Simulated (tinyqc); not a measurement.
# Worked calculation: round nanowire with a gate all round, subbands and threshold shift from confinement

Computed by the program tinyqc: `OMP_NUM_THREADS=1 python tinyqc.py 2350062 2350063 out.jsonl`, one thread of a shared Intel Xeon 2.30GHz, about 0.1 s for the whole run. Printed values are rounded.

Undoped body with a flat potential across it, hard walls, transport along x. One isotropic valley (g = 1, mx = my = mz = me). Non-parabolicity enters the subband edges through E (1 + al E) = gamma, so E = 2 gamma/(1 + sqrt(1 + 4 al gamma)); motion within a subband is taken as parabolic with the band-edge mass. Energies are counted from the bulk band edge.

Inputs (values chosen for the exercise); masses close to those of In0.53Ga0.47As:
- T = 400 K (temperature)
- me = 0.0408 m0 (mass at the band edge)
- al = 1.2 1/eV (non-parabolicity)
- t = 6.8 nm (diameter)
- dl = 0.2 nm (widening of the box by penetration into the insulator)

Constants: q = 1.602176634e-19 C, kB = 1.380649e-23 J/K, hbar = 1.054571817e-34 J s, m0 = 9.1093837015e-31 kg, Vt = kB T/q, hbar^2/(2 m0) = 0.0380998212 eV nm^2. Results are converted to the units shown.

Range of the model: Non-parabolicity also makes carriers heavier within each subband, which is left out, so densities of states are understated at high energy. Levels near or above 1 eV lie beyond real barriers and upper valleys; they are listed for the hard-wall model only.

## Lowest subbands

gamma = C (2 z/(t + dl))^2 (1/my + 1/mz)/2, z the zeros of the Bessel functions J_l (2.404826, 3.831706, 5.135622, 5.520078, ...), twofold for l > 0; the mean inverse mass is an approximation for anisotropic valleys, C = hbar^2/(2 m0). List the 4 lowest, labelled by quantum numbers, with degeneracy g and N_k: N_k = g sqrt(2 mx m0 kB T/(pi hbar^2)).

```
subband  E_k (eV)  g  N_k (cm^-1)
0,1      0.318853  1    1.08395e6
1,1      0.635134  2    2.16790e6
2,1      0.943135  2    2.16790e6
0,2       1.03568  1    1.08395e6
```

## Threshold shift

Each subband has N_k = g sqrt(2 mx m0 kB T/(pi hbar^2)); without degeneracy n = exp(EF/Vt) sum N_k exp(-E_k/Vt). Classical value Nc times pi t^2/4, Nc = sum over valleys of 2 g (m m0 kB T/(2 pi hbar^2))^1.5 with m = (mx my mz)^(1/3). Threshold shift dVT = Vt ln(classical value/sum N_k exp(-E_k/Vt)). Use the subbands listed.

shares, subband 0,1 to 0,2 (%): 99.9793  0.0207  0.0000  0.0000
sum N_k exp(-E_k/Vt) = 104.168 cm^-1
Nc = 3.18398e17 cm^-3
classical value = 1.15632e5 cm^-1
dVT = 241.705 mV

With all subbands dVT = 241.7 mV. The lowest edge lies at 319 meV; dVT is smaller than that, since sum N_k exp(-(E_k - E_1)/Vt) exceeds the classical value.
